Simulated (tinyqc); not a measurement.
Error of the time step: velocity overshoot from momentum and energy balance equations after a field step. Computed by tinyqc, a small Python program. Command: `OMP_NUM_THREADS=1 python tinyqc.py 3018685 3018686 out.jsonl overshoot walk`. One thread of a shared host (Intel(R) Xeon(R) Processor @ 2.30GHz), about 0.01 s of CPU time with the checks.

At t = 0 the field jumps from 0 to F in a uniform sample. v is the drift velocity and u = w - (3/2) k_B T the excess energy per carrier.

Inputs (values chosen for the exercise, modelled on electrons in silicon except for tau_E):
```
quantity                      value        unit
effective mass m               0.27         m_0
low-field mobility mu_0        1500  cm^2/(V s)
saturation velocity v_s        0.93    1e7 cm/s
energy relaxation time tau_E   0.53          ps
field after the step F           26       kV/cm
lattice temperature T           300           K
time step dt                    5.4          fs
```

Scheme: explicit Euler.

Constants: m_0 = 9.1093837015e-31 kg; e = 1.602176634e-19 C; k_B = 8.617333262e-05 eV/K.

Method:
- dv/dt = e F/m - v/tau_m(u), du/dt = e F v - u/tau_E, tau_m(u) = tau_0/(1 + c u), tau_0 = m mu_0/e, c = mu_0/(e tau_E v_s^2); this choice gives the steady state v (1 + mu_0 F v/v_s^2) = mu_0 F, which saturates at v_s. Steady velocity v = 2 mu_0 F/(1 + sqrt(1 + 4 (mu_0 F/v_s)^2)); u = e F v tau_E; carrier temperature T + 2u/(3 k_B), neglecting the drift energy m v^2/2.
- Step: v_new = v + dt (e F/m - v/tau_m(u)), u_new = u + dt (e F v - u/tau_E). Start v = u = 0; the distance adds dt (v + v_new)/2.
- The peak velocity is recomputed with dt/2 and dt/4 and by an adaptive Runge-Kutta method (tolerance 1e-9).

tau_0 = 230.268 fs

acceleration e F/m = 0.0169368 1e7 cm/s per fs

c = 32.7227 1/eV

steady velocity = 0.825702 1e7 cm/s

Peak velocity:
```
step      v_peak (1e7 cm/s)  error (%)
dt                   1.6262     1.8641
dt/2                 1.6110     0.9119
dt/4                 1.6036     0.4534
adaptive             1.5964     0.0000
```

What follows from these numbers?

The explicit scheme puts the peak 1.86 % too high; halving dt divides the error by 2.04, as a first-order method should.

Extremes, crossings and ranges named in words are read from the listed rows.
